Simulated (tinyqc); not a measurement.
Inside a calculation. Method: lattice vibrations of a chain. Computed by tinyqc, a small Python program that keeps every step. Command: `OMP_NUM_THREADS=1 python tinyqc.py 26630 26631 out.jsonl` (the two numbers bound the seeds that draw the settings). One thread of a shared host (Intel(R) Xeon(R) Processor @ 2.60GHz), about 0.01 s of CPU time with the checks.

## Dynamical matrix at q = 0.17

A chain moving along its axis:
```
atom                mass (u)  spring to the next atom (eV/angstrom^2)
1                   42.80000                                 29.90000
2                   87.50000                                  4.20000
3                  115.70000                                 11.60000
4                   25.40000                                 16.30000
second neighbours          -                                  2.30000
```

q is in units of 2 pi/a. A spring k from atom i to atom j, n cells on, adds k to Phi_ii and Phi_jj, -k exp(2 pi i q n) to Phi_ij and the conjugate to Phi_ji (for one atom a cell: 2k (1 - cos 2 pi q n)); D_ij = Phi_ij / sqrt(m_i m_j).

D(q) (eV/(angstrom^2 u)), lower triangle (Hermitian):
```
                   1                  2         3        4
1            1.18692
2           -0.48859            0.44229
3  -0.04843-0.02864i           -0.04174   0.17632
4  -0.23816-0.43322i  -0.07229-0.04275i  -0.21398  1.27953
```

## Frequencies

omega^2 are the eigenvalues; wavenumber = 521.4708 sqrt(eigenvalue) 1/cm.

eigenvalues: 0.02033  0.23801  1.02465  1.80206

wavenumbers (1/cm): 74.3  254.4  527.9  700.0

weights |e|^2 of the mass-weighted modes:
```
         mode 1   mode 2   mode 3   mode 4
atom 1  0.15141  0.09390  0.25535  0.49934
atom 2  0.31673  0.38414  0.25035  0.04878
atom 3  0.44405  0.51632  0.03473  0.00489
atom 4  0.08781  0.00563  0.45957  0.44699
```

## Dispersion and heat capacity

C/k_B per atom = mean over q = (j + 1/2)/80, j = 0..39 and all branches of y^2 e^y/(e^y - 1)^2, y = hc wavenumber / k_B T.

Wavenumbers (1/cm):
```
q         branch 1   branch 2   branch 3   branch 4
0.00000    0.00000  261.23446  532.10107  698.24605
0.06250   27.71274  260.32510  531.47532  698.51225
0.12500   55.07065  257.57036  529.69838  699.26168
0.18750   81.71605  252.89660  527.05200  700.36028
0.25000  107.28360  246.20380  523.94856  701.62266
0.31250  131.38556  237.40869  520.86265  702.85103
0.37500  153.54733  226.54864  518.25881  703.86737
0.43750  172.80167  214.23304  516.52469  704.53429
0.50000  183.49587  205.87916  515.91677  704.76625
```

Heat capacity:
```
T (K)  C/k_B per atom
20            0.05217
50            0.14412
100           0.31132
200           0.55902
300           0.72388
600           0.90957
1200          0.97555
```

zero-point energy per atom = 24.32553 meV
